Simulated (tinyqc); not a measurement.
# Strain-driven roughening and islands of a mismatched epitaxial film, step by step

A worked calculation. Computed by tinyqc, a small Python program that keeps every step. Command: `OMP_NUM_THREADS=1 python tinyqc.py 3025678 3025679 out.jsonl island walk`. One thread of a shared host (Intel(R) Xeon(R) Processor @ 2.30GHz), about 0.01 s of CPU time with the checks. Intermediate numbers are printed to about 6 digits and carried at full precision; extremes and crossings named in words are read from the listed rows.

Film and substrate share isotropic elastic constants; the film is coherent and biaxially strained.

Inputs (values chosen for the exercise, modelled on InAs on InP):
```
quantity                                      value       unit
misfit |f|                                   0.0312          -
shear modulus G                                31.4        GPa
Poisson ratio nu                               0.32          -
surface energy gamma                           0.73      J/m^2
contact angle of the shallow shape theta_1     13.2    degrees
contact angle of the steep shape theta_2         23    degrees
facet energy of shape 1 over gamma            1.003          -
facet energy of shape 2 over gamma            1.033          -
wetting energy gamma_s - gamma                  0.3      J/m^2
decay length of wetting delta                  0.36         nm
surface mobility D_s nu_s Omega^2/(k_B T)   1.6e-32  m^6/(J s)
initial ripple amplitude A0                    0.19         nm
ripple wavelength over the critical one           2          -
island volume V                               36000       nm^3
```

Transport: surface diffusion.

Constants: e = 1.602176634e-19 C.

## Elastic energy of the flat film

M = 2 G (1 + nu)/(1 - nu); stress = M f; energy density w = M f^2.

biaxial modulus M = 121.906 GPa

stress = 3.80346 GPa

energy density w = 118.668 MJ/m^3

## Asaro-Tiller-Grinfeld instability

A ripple A cos(k x) has the surface chemical potential per volume [gamma k^2 - 2 (1 + nu) w k] A cos(k x), so k_c = 2 (1 + nu) w/gamma. With surface diffusion the amplitude grows at the rate q = B k^2 [2 (1 + nu) w k - gamma k^2], fastest at k_m = (3/4) k_c. B is the surface mobility.

k_c = 0.429156 1/nm

critical wavelength = 14.6408 nm

fastest wavelength = 19.5211 nm

growth time 1/q at k_m = 0.0239317 s

A ripple of A0 needs about 0.039 s to reach a twentieth of its wavelength.

## A ripple of given wavelength

A ripple A cos(k x) has the surface chemical potential per volume [gamma k^2 - 2 (1 + nu) w k] A cos(k x), so k_c = 2 (1 + nu) w/gamma. With surface diffusion the amplitude grows at the rate q = B k^2 [2 (1 + nu) w k - gamma k^2], fastest at k_m = (3/4) k_c. B is the surface mobility. Stress at the trough = stress x (1 + 2 k A).

k = 0.214578 1/nm

rate q = 24.7618 1/s

q over the largest rate = 0.592593

stress concentration at A0 = 1.08154

The ripple grows.

## Wetting layer

The surface energy depends on thickness as gamma + (gamma_s - gamma) exp(-h/delta). Its curvature adds W2 = (gamma_s - gamma) exp(-h/delta)/delta^2 to the restoring terms; the flat film is stable while W2 > (1 + nu)^2 w^2/gamma, which gives h_c = delta ln[(gamma_s - gamma) gamma/(delta^2 (1 + nu)^2 w^2)], or 0 if negative.

wetting-layer thickness h_c = 1.52359 nm

Layer-by-layer growth up to h_c, then roughening: the Stranski-Krastanov mode.

## Island nucleation

Shallow faceted island (Tersoff form): E = 4 Gam V^(2/3) tan^(1/3)(theta) - 6 c V tan(theta), Gam = gamma [x/sin(theta) - 1/tan(theta)], x the facet energy over gamma, c = stress^2 (1 - nu)/(2 pi G). The barrier is the maximum of E, at V_c = [4 Gam/(9 c)]^3 / tan^2(theta) (1 GPa nm = 1 J/m^2).

c = 0.0498606 GPa

Gam of shape 1 = 0.0940544 J/m^2

critical volume, shape 1 = 10.7116 nm^3

barrier, shape 1 = 2.34560 eV

Gam of shape 2 = 0.210174 J/m^2

critical volume, shape 2 = 36.4931 nm^3

barrier, shape 2 = 14.4621 eV

The shallow shape has the lower barrier. Each barrier is a third of the surface term at V_c and scales as Gam^3/c^2, that is as f^(-4).

## Which shape at the volume V

The two energies cross at V_x^(1/3) = 4 [Gam_2 t2^(1/3) - Gam_1 t1^(1/3)]/(6 c (t2 - t1)), t = tan(theta); mu = dE/dV.

E of shape 1 = -14187.6 eV

E of shape 2 = -24233.9 eV

crossing volume V_x = 348.368 nm^3

jump of mu at V_x, shape 2 less shape 1 = -18.9398 MJ/m^3

At V the steep shape is lower. At V_x the chemical potential drops, so islands that have turned steep grow at the cost of the shallow ones.

## Scaling with the misfit

A ripple A cos(k x) has the surface chemical potential per volume [gamma k^2 - 2 (1 + nu) w k] A cos(k x), so k_c = 2 (1 + nu) w/gamma. With surface diffusion the amplitude grows at the rate q = B k^2 [2 (1 + nu) w k - gamma k^2], fastest at k_m = (3/4) k_c. V_c = [4 Gam/(9 c)]^3/tan^2(theta), barrier = (4/3) Gam V_c^(2/3) tan^(1/3)(theta); the growth time is 1/q at k_m.

Misfit scaled at fixed constants:
```
|f| (%)  fastest wavelength (nm)  growth time (s)  V_c of shape 1 (nm^3)  barrier of shape 1 (eV)
0.780                    312.337      1.56839e+03            4.38746e+04              6.00472e+02
1.092                    159.356      1.06275e+02            5.82699e+03              1.56308e+02
1.560                     78.084      6.12652e+00            6.85540e+02              3.75295e+01
2.184                     39.839      4.15135e-01            9.10468e+01              9.76924e+00
3.120                     19.521      2.39317e-02            1.07116e+01              2.34560e+00
4.368                      9.960      1.62162e-03            1.42261e+00              6.10578e-01
```

Halving the misfit stretches the wavelength 4 times, the barrier 16 times, the volume 64 times and the time 256 times: f^(-2), f^(-4), f^(-6), f^(-8). Over these rows the time spans 6.0 decades: strongly mismatched films tend to roughen first, while dilute alloys have time to stay flat. Rows with wavelengths under 10 nm or volumes under 5 nm^3 are beyond the continuum picture.

Checks made by the program: k_m against a numerical maximum of the rate (relative difference 4e-10).
